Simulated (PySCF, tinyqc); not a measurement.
Inside a calculation. Method: CISD on RHF in the sto-6g basis, for H4, spin multiplicity 1. The lowest restricted solution is unstable here: a spin-polarised one lies 0.0035 hartree lower (PySCF). One step of it, computed by the program tinyqc.

Question. CISD: roots. Diagonalise (each vector has its largest component positive (the first on a tie)); all determinants have Ms = 0, so triplets appear too. The lowest singlet root is the correlation energy. The Davidson correction is (1 - c0^2) E_corr, c0 the coefficient of the reference.

Occupation strings over the orbitals (2 doubly, a alpha, b beta, 0 empty; spin orbitals ordered 1a 1b 2a 2b ...): 2200 aabb 2020 abab 2002 abba baab 0220 baba 0202 bbaa

H - E(HF) between determinants (hartree):
```
           2200       aabb       2020       abab       2002       abba       baab       0220
2200   0.000000  -0.044312   0.079226  -0.078594   0.134758   0.122906   0.122906   0.123284
aabb  -0.044312   1.222741   0.078594  -0.079226  -0.122906  -0.134758  -0.123284  -0.122906
2020   0.079226   0.078594   0.433213   0.070197   0.163498  -0.148791  -0.148791   0.151858
abab  -0.078594  -0.079226   0.070197   1.280055   0.148791  -0.163498  -0.151858   0.148791
2002   0.134758  -0.122906   0.163498   0.148791   1.490238  -0.025886  -0.025886   0.000000
abba   0.122906  -0.134758  -0.148791  -0.163498  -0.025886   1.380842   0.000000  -0.025886
baab   0.122906  -0.123284  -0.148791  -0.151858  -0.025886   0.000000   1.380842  -0.025886
0220   0.123284  -0.122906   0.151858   0.148791   0.000000  -0.025886  -0.025886   1.278121
baba  -0.078594  -0.078030   0.070197   0.000000   0.148791  -0.151858  -0.163498   0.148791
0202   0.078030   0.078594   0.000000   0.070197   0.151858  -0.148791  -0.148791   0.163498
bbaa  -0.044312   0.000000   0.078594  -0.078030  -0.122906  -0.123284  -0.134758  -0.122906

           baba       0202       bbaa
2200  -0.078594   0.078030  -0.044312
aabb  -0.078030   0.078594   0.000000
2020   0.070197   0.000000   0.078594
abab   0.000000   0.070197  -0.078030
2002   0.148791   0.151858  -0.122906
abba  -0.151858  -0.148791  -0.123284
baab  -0.163498  -0.148791  -0.134758
0220   0.148791   0.163498  -0.122906
baba   1.280055   0.070197  -0.079226
0202   0.070197   2.199041   0.078594
bbaa  -0.079226   0.078594   1.222741
```

Give: lowest roots of this matrix, relative to E(HF); lowest vectors; <S^2> of these roots; weight of the ground state by excitation level 0, 1, 2, ...; Davidson correction.

Answer.

lowest roots of this matrix, relative to E(HF) (hartree): -0.073  0.338  0.807  1.040  1.222  1.279  1.383  1.386

lowest vectors:
```
      root 1  root 2  root 3  root 4
2200   0.964   0.166   0.000   0.145
aabb   0.023  -0.103   0.408   0.324
2020  -0.182   0.926   0.000   0.257
abab   0.066   0.015   0.408  -0.332
2002  -0.072  -0.179   0.000   0.307
abba  -0.088   0.089   0.408   0.008
baab  -0.088   0.089   0.408   0.008
0220  -0.076  -0.206   0.000   0.607
baba   0.066   0.015   0.408  -0.332
0202  -0.040   0.048   0.000  -0.138
bbaa   0.023  -0.103   0.408   0.324
```

<S^2> of these roots: 0.000  0.000  6.000  0.000  2.000  2.000  2.000  0.000

weight of the ground state by excitation level 0, 1, 2, ...: 0.929  0.000  0.071

Davidson correction = -0.00522 hartree
